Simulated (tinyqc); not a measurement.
Size effects in the resistivity of thin metal films and interconnect lines. From one set of inputs to another, one input at a time. Computed by tinyqc, a small Python program. Command: `OMP_NUM_THREADS=1 python tinyqc.py 3023645 3023646 out.jsonl size ladder`. One thread of a shared host (Intel(R) Xeon(R) Processor @ 2.30GHz), about 0.01 s of CPU time with the checks.

Electrons lose their drift at surfaces (a share 1 - p of the hits) and at grain boundaries (reflection R), besides bulk scattering.

The inputs printed are set A. Set A is modelled on gold; the values taken over come from a set modelled on nickel. Inputs not listed in the table keep their values of set A, so the rows need not describe a real material.

Inputs (values chosen for the exercise, modelled on gold):
```
quantity                     value         unit
bulk resistivity rho_b        2.22  microohm cm
bulk mean free path lambda      36           nm
specularity p                 0.58            -
grain-boundary reflection R   0.39            -
film thickness h               130           nm
grain size over thickness      2.3            -
```

Geometry: film.

Method:
- D = (ratio) h.
- Mayadas-Shatzkes: alpha = (lambda/D) R/(1 - R); rho_b/rho = 1 - 3 alpha/2 + 3 alpha^2 - 3 alpha^3 ln(1 + 1/alpha).
- Fuchs-Sondheimer film: rho_b/rho = 1 - (3/(2 kappa))(1 - p) int_0^1 (s - s^3)(1 - exp(-kappa/s))/(1 - p exp(-kappa/s)) ds, f = rho/rho_b, kappa = thickness/lambda, 80 Gauss-Legendre points.
- Both together (Mayadas-Shatzkes film): rho_b/rho = (rho_b/rho of the grains alone) - (6/(pi kappa))(1 - p) int_0^(pi/2) dphi int_0^1 ds (cos^2 phi/H^2)(s - s^3)(1 - exp(-kappa H/s))/(1 - p exp(-kappa H/s)), H = 1 + alpha/(cos phi sqrt(1 - s^2)), 40 x 80 Gauss-Legendre points.
- Sheet resistance rho/h; additive estimate rho_b (f_surface + f_grain - 1).

Each row keeps all changes above it:
```
input moved                           from    to  resistivity rho (microohm cm)  sheet resistance (ohm)  rho/rho_b from surfaces
set A                                    -     -                         2.5686                  0.1976                   1.0455
bulk mean free path lambda (nm)         36  5.59                         2.2747                  0.1750                   1.0068
specularity p                         0.58     0                         2.2958                  0.1766                   1.0164
grain-boundary reflection R           0.39  0.11                         2.2640                  0.1742                   1.0164
grain size over thickness              2.3  0.67                         2.2826                  0.1756                   1.0164
film thickness h (nm)                  130    67                         2.3422                  0.3496                   1.0323
bulk resistivity rho_b (microohm cm)  2.22  6.99                         7.3746                  1.1007                   1.0323
```

Which inputs carry the difference?

Resistivity rho goes from 2.57 to 7.37, a factor 2.87 in all. The largest single move comes from bulk resistivity rho_b (a factor 3.15), and bulk mean free path lambda works against it (a factor 0.886). Sheet resistance goes from 0.198 to 1.10, a factor 5.57 in all. The largest single move comes from bulk resistivity rho_b (a factor 3.15), and bulk mean free path lambda works against it (a factor 0.886). rho/rho_b from surfaces goes from 1.05 to 1.03, a factor 0.9873 in all. The largest single move comes from bulk mean free path lambda (a factor 0.963), and film thickness h works against it (a factor 1.016). The single moves hold for this order of the switches; the total does not depend on the order.

Extremes, crossings and ranges named in words are read from the listed rows.
